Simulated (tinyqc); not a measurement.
Scan in temperature at fixed frequency: admittance spectroscopy and thermally stimulated current of one trap level in a depletion layer. Computed by tinyqc, a small Python program. Command: `OMP_NUM_THREADS=1 python tinyqc.py 3113059 3113060 out.jsonl admit walk`. One thread of a shared host (Intel(R) Xeon(R) Processor @ 2.30GHz), about 0.01 s of CPU time with the checks.

A Schottky junction on n-type material holds one donor-like electron trap; shallow donors are fully ionised and abrupt depletion edges are assumed.

Inputs (values chosen for the exercise, modelled on n-type GaAs):
```
quantity                         value    unit
dielectric constant eps           12.9       -
density-of-states mass m        0.0651     m_0
shallow doping N               3.9e+15  1/cm^3
trap density N_t                 2e+14  1/cm^3
trap depth E_t below the band    0.477      eV
capture cross section sigma    6.8e-14    cm^2
band bending V_b                  0.76       V
test frequency f                100000      Hz
```

Constants: k_B = 1.380649e-23 J/K; m_0 = 9.1093837015e-31 kg; h = 6.62607015e-34 J s; k_B = 8.617333262e-05 eV/K; eps_0 = 8.8541878128e-12 F/m; e = 1.602176634e-19 C.

Method:
- N_c = 2 (2 pi m k_B T/h^2)^(3/2), v_th = sqrt(3 k_B T/m), emission rate e_n = sigma v_th N_c exp(-E_t/(k_B T)).
- Where the level crosses the Fermi level capture equals emission, so the trap follows the signal with the rate 2 e_n; G/omega peaks at omega = 2 e_n (the correction for large N_t/N is left out).
- Solve 2 e_n(T_p) = 2 pi f.
- With E_c - E_F = k_B T_p ln(N_c/N): lambda = sqrt(2 eps eps_0 (E_t - (E_c - E_F))/(e^2 N)); traps are empty and charged for x < x_t = w - lambda, and V_b = e (N w^2 + N_t x_t^2)/(2 eps eps_0). High frequency: C_hf = eps eps_0/w. Low frequency: C_lf = eps eps_0 (N + N_t)/(N w + N_t x_t).
- With x = omega/(2 e_n): C = C_hf + (C_lf - C_hf)/(1 + x^2), G/omega = (C_lf - C_hf) x/(1 + x^2); C_hf and C_lf are held at their values at T_p.

peak temperature T_p = 355.447 K

C_hf = 21.7341 nF/cm^2

C_lf = 22.4537 nF/cm^2

Admittance:
```
T (K)  omega/(2 e_n)  C (nF/cm^2)  G/omega (nF/cm^2)
312.8         10.792       21.740            0.06611
327.0          4.580       21.767            0.14999
337.7          2.511       21.833            0.24734
348.3          1.434       21.970            0.33768
355.4          1.002       22.093            0.35982
362.6          0.707       22.214            0.33919
373.2          0.432       22.340            0.26218
387.4          0.233       22.417            0.15906
405.2          0.114       22.445            0.08078
```

What does the comparison show, and why?

The peak of G/omega is half the step, 0.360 nF/cm^2. Its full width is near 2 ln(2 + sqrt3) k_B T_p^2/(E_t + 2 k_B T_p) = 53.3 K.

Extremes, crossings and ranges named in words are read from the listed rows.
